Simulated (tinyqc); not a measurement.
Transmission spectrum against simple models: phonon transmission through an interface between two chains by Green functions. Computed by tinyqc, a small Python program. Command: `OMP_NUM_THREADS=1 python tinyqc.py 3024780 3024781 out.jsonl agf walk`. One thread of a shared host (Intel(R) Xeon(R) Processor @ 2.30GHz), about 0.01 s of CPU time with the checks.

Two semi-infinite chains (masses m_1, m_2; springs k_1, k_2), motion along the chain. The central region holds the end atom of each chain and one interlayer atom of mass m_b, joined by springs k_b. lambda = omega^2 in eV/(angstrom^2 u); nu = 15.6333042 THz x sqrt(lambda).

Inputs (values chosen for the exercise, for two model chains):
```
quantity                          value           unit
mass m_1                           56.2              u
spring k_1                         8.94  eV/angstrom^2
mass m_2                            101              u
spring k_2                         6.36  eV/angstrom^2
junction spring k_b                3.88  eV/angstrom^2
interlayer mass m_b                74.6              u
probe frequency / lower band top   0.43              -
```

Atoms in the interlayer: one.

Constants: nu for 1 eV/(angstrom^2 u) = 15.6333042 THz.

Method:
- nu_max = 15.6333042 THz x 2 sqrt(k/m); impedance Z = sqrt(k m); long-wave transmission 4 Z_1 Z_2/(Z_1 + Z_2)^2; the probe frequency is the given share of the lower band top.
- In chain i, sin(q_i a/2) = nu/nu_max,i. An outgoing wave makes the next atom move as exp(i q_i a) times the end atom, so the lead adds the self-energy Sigma_i = -k_i exp(i q_i a) to the force-constant matrix; Gamma_i = -2 Im Sigma_i = 2 k_i sin(q_i a).
- A = lambda M - K - Sigma over the central atoms, with K_ii the sum of the springs at i, K_(i,i+1) = -k_b; G = inverse of A; transmission = Gamma_1 Gamma_2 |G_(first,last)|^2.
- Long-wave value 4 Z_1 Z_2/(Z_1 + Z_2)^2. Continuum estimate, with omega = sqrt(lambda): a slab of impedance Z_b = sqrt(k_b m_b) and phase p = omega x (number of interlayer atoms) x sqrt(m_b/k_b), tau = 4 Z_1 Z_2/[(Z_1 + Z_2)^2 cos^2 p + (Z_b + Z_1 Z_2/Z_b)^2 sin^2 p].

band top of chain 1 = 12.4704 THz

band top of chain 2 = 7.84601 THz

long-wave transmission = 0.996237

Z_1 = 22.4149 sqrt(eV u)/angstrom

Z_2 = 25.3448 sqrt(eV u)/angstrom

Transmission:
```
nu/nu_top  nu (THz)  Green function  long-wave value  continuum estimate
0.05         0.3923         0.99075          0.99624             0.99487
0.15         1.1769         0.95251          0.99624             0.98446
0.25         1.9615         0.90032          0.99624             0.96617
0.35         2.7461         0.86454          0.99624             0.94413
0.45         3.5307         0.86966          0.99624             0.92278
0.55         4.3153         0.92958          0.99624             0.90593
0.65         5.0999         0.99966          0.99624             0.89621
0.75         5.8845         0.82243          0.99624             0.89499
0.85         6.6691         0.36430          0.99624             0.90246
0.92         7.2183         0.14793          0.99624             0.91233
0.98         7.6891         0.04404          0.99624             0.92326
```

What does the comparison show, and why?

The transmission starts at the impedance value 0.996 and vanishes at the lower band top, 7.85 THz, above which chain 2 has no states. It first falls below half of that value at nu/nu_top = 0.85. The continuum estimate is within 0.05 up to nu/nu_top = 0.15; it leaves out dispersion, and it puts the faces of the slab half a spring from its outer atoms.
